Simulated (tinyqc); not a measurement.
Tersoff bond-order potential: one step, computed by the program tinyqc.

E = (1/2) sum_(i, j != i) [A exp(-lambda r_ij) - b_ij B exp(-mu r_ij)], b_ij = (1 + (beta zeta_ij)^n)^(-1/(2n)), zeta_ij = sum_(k != i, j) g(theta_ijk), g = 1 + c^2/d^2 - c^2/(d^2 + (h - cos theta)^2), with theta at atom i. Only nearest neighbours count (cut-off function 1 for them, 0 beyond).

Problem. An open trimer. Atom 1 binds atoms 2 and 3, which do not interact. b_12 = b_13 follow from zeta = g(theta); b_21 = b_31 = 1. E = sum over the two bonds of A exp(-lambda r) - (b + 1)/2 B exp(-mu r).

Inputs (values chosen for the exercise, modelled on silicon):
```
quantity                  value        unit
A                          1867          eV
B                        473.78          eV
lambda                   2.4799  1/angstrom
mu                       1.7322  1/angstrom
beta                   1.13e-06           -
n                        0.7887           -
c                         98150           -
d                         16.41           -
h                       -0.5835           -
bond length r_12           2.36    angstrom
bond length r_13           2.32    angstrom
angle theta at atom 1       163     degrees
```

Give: g(theta); bond order b_12; repulsive terms; attractive terms B exp(-mu r); energy of the trimer.

Solution.

g(theta) = 18455

bond order b_12 = 0.97116

repulsive terms (eV): 5.3630  5.9223

attractive terms B exp(-mu r) (eV): 7.9467  8.5168

energy of the trimer = -4.9408 eV

g is least (g = 1) at cos theta = h, 125.7 degrees, wider than the tetrahedral 109.47.
